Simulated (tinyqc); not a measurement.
On-chip interconnect, size-dependent resistivity and RC delay: one step of the calculation.

A rectangular line between two neighbours and two ground planes. Surface and grain-boundary scattering are added to the bulk resistivity as corrections; capacitances are parallel-plate values without fringing; inductance is ignored.

Task. Ladder and Elmore delays. 5 equal pi sections: series Rs = r Lw/5; node capacitances c Lw/5, halved at nodes 0 and 5, with Cl added to node 5; Rd feeds node 0. Elmore delay of node k: the sum, over the resistors on the path to k, of resistance times all capacitance downstream of it.

Values chosen for this exercise; metal values close to those of tungsten: line length Lw = 40 um; driver resistance Rd = 3100 ohm; load capacitance Cl = 0.46 fF.

r = 28.285518 ohm/um
c = 0.070479335 fF/um

Wanted: Rs; C; Elmore delay.

Result.

Rs = 226.28 ohm

```
node   C (fF)  Elmore delay (ps)
0     0.28192             10.165
1     0.56383             10.844
2     0.56383             11.394
3     0.56383             11.817
4     0.56383             12.113
5     0.74192             12.281
```

The far-end value equals Rd (c Lw + Cl) + r Lw (c Lw/2 + Cl) for any number of pi sections; the line resistance contributes 17.2 % of it.

Program tinyqc, `OMP_NUM_THREADS=1 python tinyqc.py 2100163 2100164 out.jsonl`; Intel Xeon 2.30GHz, shared host, one thread, about 0.01 s.
